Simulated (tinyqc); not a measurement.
Bandgap voltage reference from two bipolar transistors: one step of the calculation.

Two transistors of area 1 and N carry the same current I. Is(T) = Is (T/T0)^eta exp[(Vg0 q/kB)(1/T0 - 1/T)], VBE1 = Vt ln(I/Is(T)) + I rb, VBE2 = Vt ln(I/(N Is(T))) + I rb/N. The amplifier forces I R1(T) = VBE1 - VBE2 + Vos, with R(T) = R (1 + tc (T - T0)) for both resistors, and the output is Vref = VBE1 + I R2(T). Base currents and the Early effect are neglected.

Task. Operating point at the reference temperature. Vt = kB T/q; I = (Vt ln N + Vos)/(R1(T) - rb (1 - 1/N)). Evaluate at T = T0.

Inputs (values chosen for the exercise); values of the order met in silicon bipolar transistors: reference temperature T0 = 323 K; band-gap voltage extrapolated to 0 K Vg0 = 1.148 V; temperature exponent of the saturation current eta = 4.1; saturation current of the unit transistor at T0 Is = 3.6e-17 A; area ratio of the second transistor N = 24; resistor across which the difference of VBE falls, at T0 R1 = 13 kohm; temperature coefficient of both resistors tc = 0 ppm/K; offset of the amplifier Vos = -2.3 mV; series resistance of the unit transistor rb = 0 ohm; output resistor at T0 R2 = 76.68 kohm.

Constants: q = 1.602176634e-19 C, kB = 1.380649e-23 J/K. Results are converted to the units shown.

Give: Vt; I; Is(T); VBE1; I R2; Vref.

Result.

Vt = 0.02783 V
I = 6.628 uA
Is(T) = 3.600e-17 A
VBE1 = 0.7220 V
I R2 = 0.5082 V
Vref = 1.230 V

Program tinyqc, `OMP_NUM_THREADS=1 python tinyqc.py 2062064 2062065 out.jsonl`; Intel Xeon 2.30GHz, shared host, one thread, about 0.02 s.
